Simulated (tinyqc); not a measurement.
Chemical vapour deposition: Grove model, boundary layer, depletion and step coverage: one step, computed by the program tinyqc.

A precursor diffuses to the surface and reacts there at first order; each molecule that reacts adds one formula unit of film.

Question. Uniformity across a wafer. Between two wafers the gas diffuses inward and reacts on both faces: (D/r) d/dr (r dC/dr) = 2 k_s C/s, so C(r)/C_g = I0(phi r/R)/I0(phi) with phi^2 = 2 k_s R^2/(s D); G(r) = k_s C(r)/N, 1 cm/s = 6e8 nm/min; the mean over the wafer is eta = 2 I1(phi)/(phi I0(phi)).

Inputs (values chosen for the exercise, close to those used for silicon dioxide from an alkoxysilane): temperature T = 770 C; film density N = 2.2e+22 formula units/cm^3; wafer radius R = 7.5 cm; wafer spacing s = 0.6 cm.

Reactor: wafer stack, low pressure.

surface rate constant k_s = 1.031536 cm/s

gas diffusivity D = 2705.188 cm^2/s

precursor density C_g = 1.731065e+15 1/cm^3

Give: Thiele modulus phi; growth rate G at the edge; rate at the centre over rate at the edge; effectiveness eta.

Answer.

Thiele modulus phi = 0.2674

growth rate G at the edge = 48.70 nm/min

rate at the centre over rate at the edge = 0.9824

effectiveness eta = 0.9912

The centre lags the edge by 1.8 %; for small phi the lag is phi^2/4 = 1.8 %. Caution: the mean free path 3D/c is comparable with or larger than the wafer spacing, where wall collisions cap D near (2s) c/3 and the lag is larger than computed.
